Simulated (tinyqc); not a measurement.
Raman shift of the zone-centre optical phonon of a diamond-structure crystal under stress: one step, computed by the program tinyqc. Command: `OMP_NUM_THREADS=1 python tinyqc.py 3002728 3002729 out.jsonl ramanstress walk`. One thread of a shared host (Intel(R) Xeon(R) Processor @ 2.30GHz), about 0.01 s of CPU time with the checks.

Axes x, y, z are the cube axes. Strain shifts the threefold optical mode and can split it; p, q and r are the phonon deformation potentials.

Problem. The line seen from a (001) surface. Backscattering from a (001) surface: incident polarisation (cos phi, sin phi, 0). With Raman tensors (R_z)_xy = (R_z)_yx = 1 and cyclic, only the z component u_z of a mode counts: I = u_z^2 sin^2(2 phi) for parallel and u_z^2 cos^2(2 phi) for crossed polarisers. An unresolved line sits at the intensity-weighted shift, which is M_zz/(2 omega_0).

Inputs (values chosen for the exercise, modelled on diamond): stress sigma (tension positive) = -0.61 GPa; polarisation angle phi = 10 degree.

Stress state: biaxial. Axis: [001].

M/(2 omega_0) (1/cm), rows x, y, z:
$$\begin{pmatrix}
1.440638 & 0.000000 & 0.000000 \\
0.000000 & 1.440638 & 0.000000 \\
0.000000 & 0.000000 & 0.949617
\end{pmatrix}$$

Give: total intensity, parallel; total intensity, crossed; shift of the observed line; shift per stress; stress per shift.

Solution.

total intensity, parallel = 0.1170

total intensity, crossed = 0.8830

shift of the observed line = 0.9496 1/cm

shift per stress = -1.557 1/(cm GPa)

stress per shift = -642.4 MPa cm

The z-polarised mode is an eigenmode here, so one line is seen.
